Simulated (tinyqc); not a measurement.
Undoped symmetric double-gate MOSFET, analytic potential model: two steps of the calculation.

An undoped body of thickness ts between two equal insulators and tied gates; long channel, electrons only, n = ni exp((psi - V)/Vt) with V the quasi-Fermi potential (0 at the source, Vd at the drain), constant mobility, no quantisation. Across the body psi(x) = V - 2 Vt ln[(ts/(2 beta)) sqrt(q ni/(2 eps0 eps_r Vt)) cos(2 beta x/ts)], x from the centre. Q is the electron charge per area of the whole body.

Inputs (values chosen for the exercise); material values close to those of silicon:
```
symbol,value,unit,meaning
T,400,K,temperature
eps_r,11.7,,relative permittivity of the semiconductor
Nc,4.39e19,cm^-3,conduction-band density of states at T
ts,12,nm,body thickness
Vg,1.06,V,gate voltage
```

Constants: q = 1.602176634e-19 C, kB = 1.380649e-23 J/K, Vt = kB T/q, eps0 = 8.8541878128e-14 F/cm where lengths are in cm. Results are converted to the units shown.

Task 1. beta at the source by Newton steps. With V = 0: f = ln(beta) - ln(cos beta) + 2 r beta tan(beta) - (Vg - V0)/(2 Vt); f' = 1/beta + tan(beta) + 2 r [tan(beta) + beta/cos^2(beta)]; beta(new) = beta - f/f'.

beta at the start = 1.4
r = 0.31726190
V0 = 0.45805632 V

Give: f; f'; beta after iteration 1.

Result 1.

f = -1.473
f' = 40.94
beta after iteration 1 = 1.436

Task 2. Potential and electron density across the body at the source. psi(x) as above with V = 0 and beta = beta_s; n = ni exp(psi/Vt).

x/ts, point 0 to 6: [0, 0.1, 0.2, 0.3, 0.4, 0.45, 0.5]
beta_s = 1.4301414
ni = 3.7455692e12 cm^-3

Wanted: psi; n.

Result 2.

psi, point 0 to 6 (V): [0.46272, 0.46558, 0.47468, 0.49201, 0.52354, 0.55051, 0.59817]
n, point 0 to 6 (cm^-3): [2.5325e18, 2.7515e18, 3.5824e18, 5.9229e18, 1.4786e19, 3.2329e19, 1.2885e20]

The density at the surface is 50.9 times that at the centre (1/cos^2 beta). It reaches 2.9 Nc, where Boltzmann statistics overestimate it.

Numbers from tinyqc (`OMP_NUM_THREADS=1 python tinyqc.py 2440008 2440009 out.jsonl`; about 0.01 s on one thread of a shared Intel Xeon 2.30GHz).
